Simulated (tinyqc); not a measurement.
Comparisons within one model: hole subbands of a hard-walled well, four-band Luttinger model. A value that a table varies takes the place of the one given here.

Hole energies are counted downwards from the unstrained band edge, c = hbar^2/2m0. After the usual block transformation one block is H = [[P + Q - Zs, R - i S], [R + i S, P - Q + Zs]] in (heavy, light), with P +/- Q = c [(g1 +/- g2) k^2 + (g1 -/+ 2 g2) kz^2], R = sqrt(3) c gR k^2, S = 2 sqrt(3) c g3 k kz, kz = -i d/dz; axial approximation gR = (g2 + g3)/2. Zs = b (e_par - e_perp) is the shear part of the strain (the hydrostatic part shifts all levels alike and is left out). Basis sqrt(2/L) sin(n pi z/L), n = 1 to N, for each component: kz^2 gives (n pi/L)^2 and the heavy-light block is R delta_nm - 2 sqrt(3) c g3 k D_nm with D_nm = 4 n m/(L (n^2 - m^2)) for n + m odd, 0 otherwise. The other block has the same levels. The split-off band is left out.

Constants: hbar^2/2m0 = 3.80998211 eV angstrom^2.

Parameters, chosen for this exercise (near those of GaAs; shifted at random, so the results belong to these values and not to a real crystal): g1 = 6.98 (Luttinger gamma1); g2 = 2.05 (gamma2); g3 = 2.94 (gamma3); L = 190 angstrom (well width along [001]); k = 0.0174 1/angstrom (wave vector in the plane); Zlist = (-0.019, -0.0103, -0.0065, -0.0025, 0, 0.0072, 0.0155) eV (shear strain energies (negative: tension in the plane, for b < 0)).

## Which coupling does what

shear strain energy Zs = -0.008957 eV
N = 20, at the given k. Diagonal: R = S = 0. Along [100] and [110] gR is g2 and g3 instead of their mean.

Hole energies (meV):
```
model       E1     E2     E3     E4
diagonal  8.27  22.37  31.37  42.89
R alone   6.69  23.96  29.52  44.75
S alone   4.35  16.59  29.41  29.58
axial     3.20  16.33  29.68  29.88
[100]     3.56  16.43  29.55  29.82
[110]     2.79  16.20  29.85  29.93
```

The couplings move E1 by -5.07 meV: R alone by -1.58, S alone by -3.92, so S matters more at k L/pi = 1.05 (R grows as k^2 and joins equal n, S as k and joins n of opposite parity). Warping spreads E1 by 0.77 meV between [100] and [110], the hole being heavier along [110]; the axial value lies between them.

## Strain

N = 20. dE is the rise of the top subband from k = 0 to k1 = pi/(4L), m1 = c k1^2/dE (dash if dE is not positive), and the heavy weight is taken at k = pi/L.

Top subband:
```
Zs (eV)  HH1 (meV)  LH1 (meV)  dE (meV)  heavy weight  m1 (m0)
-0.0190       22.0       -7.5     0.173         0.057    0.377
-0.0103       13.3        1.2     0.060         0.140    1.087
-0.0065        9.5        5.0    -0.078         0.229        -
-0.0025        5.5        9.0     0.420         0.407    0.155
0.0000         3.0       11.5     0.453         0.573    0.144
0.0072        -4.2       18.7     0.490         0.899    0.133
0.0155       -12.5       27.0     0.512         0.962    0.127
```

HH1 and LH1 cross at Zs = -2 c g2 (pi/L)^2 = -0.0043 eV; for more negative Zs the light hole is on top. Among the rows with HH1 on top, m1 goes from 0.155 to 0.127 m0 as the splitting widens from 4 to 40 meV, against the unmixed 1/(g1 + g2) = 0.111: compression lightens the holes here. A dash marks a top subband whose hole energy at k1 lies below that at k = 0: an electron-like (negative) mass. m1 describes the neighbourhood of k = 0 only; where HH1 and LH1 lie close, the band may peak further out.

tinyqc: `OMP_NUM_THREADS=1 python tinyqc.py 1250696 1250697 out.jsonl`; about 0.09 s, one thread, shared Intel(R) Xeon(R) Processor @ 2.30GHz.
